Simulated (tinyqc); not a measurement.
From results back to parameters: configuration-coordinate model of carrier capture at a defect. Five cases, with inputs chosen for the exercise.

Problem. For two parabolas of equal curvature the ionisation peak lies at ET + ER, the emission barrier is (ER + ET)^2/(4 ER), and the standard deviation of the band at T = 0 is sqrt(ER hw). The values come from hidden ET, ER and hw.

Case 1.

ionisation peak = 0.9800 eV
emission barrier = 0.285833 eV
standard deviation at T = 0 = 0.104499 eV

Case 2.

ionisation peak = 1.4600 eV
emission barrier = 1.239302 eV
standard deviation at T = 0 = 0.137550 eV

Case 3.

ionisation peak = 1.0000 eV
emission barrier = 1.136364 eV
standard deviation at T = 0 = 0.106958 eV

Case 4.

ionisation peak = 0.9800 eV
emission barrier = 0.266778 eV
standard deviation at T = 0 = 0.099499 eV

Case 5.

ionisation peak = 0.7900 eV
emission barrier = 0.226123 eV
standard deviation at T = 0 = 0.083066 eV

Find: ET, ER, hw; capture barrier.

Solution. ER is the squared peak energy over four times the emission barrier; ET is the rest, hw = variance/ER, and the capture barrier is the emission barrier less ET.

Case 1.

ET, ER, hw (eV): 0.140  0.840  0.013

capture barrier = 0.146 eV

Case 2.

ET, ER, hw (eV): 1.030  0.430  0.044

capture barrier = 0.209 eV

Case 3.

ET, ER, hw (eV): 0.780  0.220  0.052

capture barrier = 0.356 eV

Case 4.

ET, ER, hw (eV): 0.080  0.900  0.011

capture barrier = 0.187 eV

Case 5.

ET, ER, hw (eV): 0.100  0.690  0.010

capture barrier = 0.126 eV

Computed by tinyqc, one run a case: `OMP_NUM_THREADS=1 python tinyqc.py N N+1 out.jsonl` with N = 1482061, 1482069, 1482096, 1482140, 1482147; one thread of a shared Intel(R) Xeon(R) Processor @ 2.30GHz, about 0.01 s a run at most.
